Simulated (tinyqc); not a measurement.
# p-n heterojunction, non-linear Poisson equation by Newton steps, Fermi-Dirac statistics: effect of the bias of side 1 against side 2

One dimension, material 1 (p-type) at x < 0 and material 2 (n-type) at x > 0. Band edges: Ec = -psi in material 1 and -psi + dEc in material 2, Ev = Ec - Eg. Flat quasi-Fermi levels: 0 for holes, +V for electrons. n = Nc F((EFn - Ec)/Vt), p = Nv F((Ev - EFp)/Vt), with F(eta) = F_1/2(eta) = (2/sqrt(pi)) int_0^infinity sqrt(u) du/(1 + exp(u - eta)) (Fermi-Dirac statistics); full ionisation, no interface charge, classical densities; the doping types are chosen for the exercise.

Exact first integral: on each side D^2/(2 eps0 er) = G, G = q [Vt (nI_j - nI_b) + Vt (pI_j - pI_b) - C (psi_j - psi_b)], with C = -N1 or +N2, b the neutral end of that side, and nI, pI the densities with F_1/2 replaced by F_3/2(eta) = (4/(3 sqrt(pi))) int_0^infinity u^(3/2) du/(1 + exp(u - eta)). D is continuous, so er1 G1(psi_j) = er2 G2(psi_j) fixes psi_j. Ends from Nv1 F((-psi_L - Eg1)/Vt) = N1 and Nc2 F((V + psi_R - dEc)/Vt) = N2. D is counted positive when psi rises towards material 2. Depletion (Anderson) capacitance C^2 = q eps0 er1 er2 N1 N2/(2 (er1 N1 + er2 N2)(psi_R - psi_L)). -dD/dV is the change of the displacement at the interface with both quasi-Fermi levels flat; it is the terminal capacitance only while neither side holds an inversion layer. n_j and p_j are densities at the interface.

Values chosen for this exercise; band and dielectric values close to those of InP and InAlAs:
```
symbol,value,unit,meaning
T,250,K,temperature
Eg1,1.32,eV,band gap of material 1
er1,12.6,,relative permittivity of material 1
Nc1,4.39e17,cm^-3,conduction-band density of states of material 1
Nv1,8.44e18,cm^-3,valence-band density of states of material 1
Eg2,1.46,eV,band gap of material 2
er2,12.3,,relative permittivity of material 2
Nc2,3.88e17,cm^-3,conduction-band density of states of material 2
Nv2,7.53e18,cm^-3,valence-band density of states of material 2
dEc,0.27,eV,conduction-band offset Ec2 - Ec1
N1,5e17,cm^-3,acceptor density of material 1
N2,5e15,cm^-3,donor density of material 2
```

Constants: q = 1.602176634e-19 C, kB = 1.380649e-23 J/K, Vt = kB T/q, eps0 = 8.8541878128e-14 F/cm where lengths are in cm. Results are converted to the units shown.

Result of one run:
```
psi_R - psi_L (V)	psi_j - psi_L (V)	psi_R - psi_j (V)	D/q (cm^-2)	n_j in 1 (cm^-3)	p_j in 2 (cm^-3)	-dD/dV (nF/cm^2)	depletion C (nF/cm^2)
1.526	0.1022	1.424	7.495e11	3.145e-8	1.537e18	1.799	16.83
```

Which bias of side 1 against side 2 V gave this result: 0.4, -0.09, -1.06 or -3 V?

V = -0.09 V.

The whole series:
```
V (V)	psi_R - psi_L (V)	psi_j - psi_L (V)	psi_R - psi_j (V)	D/q (cm^-2)	n_j in 1 (cm^-3)	p_j in 2 (cm^-3)	-dD/dV (nF/cm^2)	depletion C (nF/cm^2)
0.4	1.036	0.1011	0.9348	7.441e11	224.9	1.617e18	1.744	20.42
-0.09	1.526	0.1022	1.424	7.495e11	3.145e-8	1.537e18	1.799	16.83
-0.57	2.006	0.1034	1.902	7.550e11	7.003e-18	1.460e18	1.857	14.68
-1.06	2.496	0.1047	2.391	7.607e11	9.837e-28	1.381e18	1.920	13.16
-1.54	2.976	0.1060	2.870	7.666e11	2.201e-37	1.305e18	1.985	12.05
-2.03	3.466	0.1074	3.359	7.728e11	3.107e-47	1.229e18	2.057	11.16
-2.51	3.946	0.1088	3.837	7.790e11	6.988e-57	1.155e18	2.131	10.46
-3	4.436	0.1103	4.326	7.857e11	9.923e-67	1.081e18	2.212	9.868
```

As V goes from 0.4 to -3, the total bending rises from 1.04 to 4.44 V and the sheet charge D/q rises from 7.44e11 to 7.86e11 cm^-2; the share of the bending in material 1 falls from 9.76 to 2.49 %. The capacitance departs most from the depletion formula at V = 0.4, where it is 91 % below it, and there the holes at the interface in material 2 outnumber its donors: an inversion layer has formed, which screens D from the bias.

Computed by the program tinyqc: `OMP_NUM_THREADS=1 python tinyqc.py 2040118 2040119 out.jsonl`, one thread of a shared Intel Xeon 2.30GHz, about 0.2 s for the whole run.
